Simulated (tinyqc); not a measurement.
Local against global planarity over time: chemical-mechanical planarisation: Preston law, pattern density and step-height reduction. Computed by tinyqc, a small Python program. Command: `OMP_NUM_THREADS=1 python tinyqc.py 3029703 3029704 out.jsonl cmp walk`. One thread of a shared host (Intel(R) Xeon(R) Processor @ 2.30GHz), about 0.01 s of CPU time with the checks.

A row of 10 cells, repeated periodically, holds raised features that cover a share rho of each cell.

Inputs (values chosen for the exercise, close to those used for oxide polishing):
```
quantity                          value  unit
Preston coefficient K           1.9e-13  1/Pa
pressure P                           36   kPa
platen and carrier speed             93   rpm
distance between the centres         19    cm
initial step height h0              180    nm
contact height h_c                   23    nm
film above the raised areas z0      430    nm
cell size                           2.5    mm
planarisation length                5.8    mm
```

local pattern densities, cell by cell: 0.6  0.8  0.25  0.2  0.3  0.1  0.25  0.6  0.9  0.8

Method:
- With equal rotation speeds the relative speed is uniform, v = omega r_c; Preston rate R0 = K P v.
- The stiff pad averages the density: rho_eff(i) = sum_j w_ij rho_j / sum_j w_ij, w = exp(-2 d^2/L^2), L the planarisation length and d the distance between cell centres, summed over all periodic images of cell j.
- While h > h_c only raised areas polish, at R0/rho_eff, until t_c = rho_eff (h0 - h_c)/R0. After that h = h_c exp(-(t - t_c)/tau), tau = rho_eff h_c/R0; low areas polish at R0 (1 - h/h_c) and raised areas at R0 [1 + (1 - rho_eff) h/(rho_eff h_c)]. Removed from raised areas after t_c: h0 - h_c + R0 (t - t_c) + (1 - rho_eff)(h_c - h); from low areas: R0 (t - t_c) - rho_eff (h_c - h). Film left = z0 less the removal from raised areas.
- Times are multiples of h0/R0; the range is the largest minus the smallest removal from raised areas.

effective densities: 0.685510  0.569739  0.405170  0.280881  0.231618  0.242512  0.358310  0.560960  0.719131  0.746171

blanket rate R0 = 12.6567 nm/s

Steps and range (nm):
```
multiple   t (s)  largest step  smallest step  range across the row  mean removal from raised areas
0.10       1.422        155.88         102.29                 53.59                           44.98
0.20       2.844        131.75          24.57                107.18                           89.96
0.30       4.267        107.63           0.84                119.29                          126.21
0.45       6.400         71.45           0.01                110.75                          165.47
0.60       8.533         35.26           0.00                101.57                          198.69
0.80      11.377          4.81           0.00                 93.84                          237.28
1.00      14.222          0.59           0.00                 92.77                          273.56
1.30      18.488          0.03           0.00                 92.63                          327.60
1.70      24.177          0.00           0.00                 92.62                          399.60
```

What follows from these numbers?

Local steps shrink to 0.01 nm or less, but the range across the row reaches up to 119.3 nm among these rows and ends at 92.6 nm, against the limit (largest - smallest rho_eff) h0 = 92.6 nm: once flat, all cells polish alike and the difference stays. Evener density (dummy fill), a longer planarisation length or a smaller initial step reduces it. Caution: in the last rows the removal passes z0 somewhere, so they describe a thicker film than the one given.

Extremes, crossings and ranges named in words are read from the listed rows.
